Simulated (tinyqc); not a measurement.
What each parameter does: Wannier-Stark ladder of a miniband.

One state in each well j = -(Nw - 1)/2 ... (Nw - 1)/2: H_jj = j e F d, H_(j,j+1) = -W/4; 1 kV/cm = 0.01 meV/angstrom. In an infinite chain the levels are j e F d and the state of well 0 has amplitude J_j(x) in size on well j, x = W/(2 e F d).

Values chosen for the exercise (near those of a GaAs/AlGaAs superlattice; not measured data): W = 16 meV (miniband width); d = 93 angstrom (period); F = 3.6 kV/cm (field); Nw = 11 (wells).

e F d, x, J_0(x)^2 and the lowest level of the finite stack.

Results for these values:
```
case  e F d (meV)      x  J_0^2  lowest level (meV)
base         3.35  2.389  0.000              -20.05
```

What happens to each result for W = 20 meV, all else kept?

Answer: e F d does not change at the printed digits; x rises from 2.389 to 2.987; J_0^2 rises from 0.000 to 0.065; lowest level falls from -20.05 to -21.40.

The same for each parameter in turn:
```
case             e F d (meV)      x  J_0^2  lowest level (meV)
base                    3.35  2.389  0.000              -20.05
W = 20 meV              3.35  2.987  0.065              -21.40
d = 85 angstrom         3.06  2.614  0.011              -18.78
F = 5.04 kV/cm          4.69  1.707  0.155              -26.13
Nw = 13                 3.35  2.389  0.000              -23.40
```

Run: tinyqc, `OMP_NUM_THREADS=1 python tinyqc.py 1280506 1280507 out.jsonl`; Intel(R) Xeon(R) Processor @ 2.30GHz, one thread, shared host; about 0.01 s of CPU time with all checks.
